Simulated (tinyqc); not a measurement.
From results back to parameters: free-carrier optics of a doped semiconductor (Drude model with one polar phonon). Four cases, with inputs chosen for the exercise.

Problem. The upper coupled mode solves E^4 - (wL^2 + Ep^2) E^2 + Ep^2 wT^2 = 0 with wL = wT sqrt(es/ei); N is hidden.

eps(E) = ei [1 - Ep^2/(E^2 + i E Gam)] + (es - ei) wT^2/(wT^2 - E^2 - i E gT), with Ep^2 = 8 pi c (e^2/(4 pi eps0)) N/(m ei), c = hbar^2/2m0, N in 1/angstrom^3 (1e-24 per 1/cm^3); Gam = hbar/tau, tau = mu m m0/e with m0/e = 5.685630e-12 kg/C and mu in m^2/(V s). Energies in meV.

Constants: hbar^2/2m0 = 3.80998211 eV angstrom^2; e^2/(4 pi eps0) = 14.39964547 eV angstrom.

Find: Ep; N; L-.

Method. Ep^2 = L+^2 (L+^2 - wL^2)/(L+^2 - wT^2); the product of the roots gives L- = Ep wT/L+.

Case 1.

Values chosen (mass and dielectric values near those of InSb; N and mu are free inputs; interband absorption and the rise of the mass with filling are left out; shifted at random, so the results belong to these values and not to a real crystal): m = 0.0135 m0 (conductivity mass); ei = 16.08 (high-frequency dielectric constant); wT = 22.5 meV (TO phonon); es = 17.19 (static dielectric constant).

L+ = 31.9689 meV

Solution.

Ep = 30.87 meV
N = 1.50e+17 1/cm^3
L- = 21.72 meV

Case 2.

Values chosen (mass and dielectric values near those of SiC; N and mu are free inputs; interband absorption and the rise of the mass with filling are left out; shifted at random, so the results belong to these values and not to a real crystal): m = 0.37 m0 (conductivity mass); ei = 6.49 (high-frequency dielectric constant); wT = 99.7 meV (TO phonon); es = 9.82 (static dielectric constant).

L+ = 122.8225 meV

Solution.

Ep = 11.49 meV
N = 2.30e+17 1/cm^3
L- = 9.33 meV

Case 3.

Values chosen (mass and dielectric values near those of GaN; N and mu are free inputs; interband absorption and the rise of the mass with filling are left out; shifted at random, so the results belong to these values and not to a real crystal): m = 0.209 m0 (conductivity mass); ei = 5.2 (high-frequency dielectric constant); wT = 68.9 meV (TO phonon); es = 9.16 (static dielectric constant).

L+ = 129.3086 meV

Solution.

Ep = 108.04 meV
N = 9.20e+18 1/cm^3
L- = 57.57 meV

Case 4.

Values chosen (mass and dielectric values near those of InAs; N and mu are free inputs; interband absorption and the rise of the mass with filling are left out; shifted at random, so the results belong to these values and not to a real crystal): m = 0.0264 m0 (conductivity mass); ei = 12.06 (high-frequency dielectric constant); wT = 26.5 meV (TO phonon); es = 14.87 (static dielectric constant).

L+ = 29.7591 meV

Solution.

Ep = 9.76 meV
N = 2.20e+16 1/cm^3
L- = 8.69 meV

Computed by tinyqc, one run a case: `OMP_NUM_THREADS=1 python tinyqc.py N N+1 out.jsonl` with N = 1682284, 1682347, 1682370, 1682440; one thread of a shared Intel(R) Xeon(R) Processor @ 2.30GHz, about 0.01 s a run at most.
